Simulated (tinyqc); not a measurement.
Middle barrier of the double well: double quantum well by finite differences.

Finite differences on points z_i at the centres of cells of width h: H_ii = (c/h^2)(1/m_(i-1/2) + 1/m_(i+1/2)) + V_i, H_(i,i+1) = -(c/h^2)/m_(i+1/2), where m_(i+1/2) is the mean of the masses at the two points (the end values are repeated outwards), psi = 0 on the points beyond both ends, c = hbar^2/2m0. The field adds e F (z - z0) with z0 the middle of the structure; 1 kV/cm = 1e-5 eV/angstrom.

Constants: hbar^2/2m0 = 3.80998211 eV angstrom^2.

Parameters, chosen for this exercise (out of a larger set: near those of a GaAs well in AlGaAs; not measured data): layers = ((93, 0.13, 0.0803), (93, 0, 0.0657), (31, 0.13, 0.0803), (93, 0, 0.0657), (93, 0.13, 0.0803)) (each layer: thickness in angstrom, band edge in eV, mass in m0); hf = 1.9375 angstrom (cell width of the fine grid); ws = (7.75, 15.5, 23.25, 31, 46.5, 62, 93) angstrom (widths of the middle barrier).

Fine grid, zero field, the third layer set to each width in turn. kappa = sqrt(m (V - E)/c) in that layer at the mean of E1 and E2 of the last row.

Splitting:
```
width (angstrom)  E1 (eV)  E2 (eV)  E2 - E1 (meV)  ln(E2 - E1)
7.75               0.0168   0.0386          21.78        3.081
15.50              0.0207   0.0360          15.30        2.728
23.25              0.0233   0.0340          10.74        2.374
31.00              0.0250   0.0325           7.53        2.019
46.50              0.0270   0.0307           3.69        1.305
62.00              0.0279   0.0297           1.81        0.591
93.00              0.0286   0.0291           0.43       -0.840
```

kappa = 0.0462 1/angstrom

The splitting falls from 21.8 to 0.43 meV; the last slope of its logarithm is -0.0462 per angstrom, against -kappa = -0.0462: for equal wells the splitting is twice the tunnelling matrix element.

Computed by tinyqc, a small Python program: `OMP_NUM_THREADS=1 python tinyqc.py 1282186 1282187 out.jsonl` (the numbers bound the seed that draws the inputs); one thread of a shared host (Intel(R) Xeon(R) Processor @ 2.30GHz), about 0.03 s for the whole set of steps.
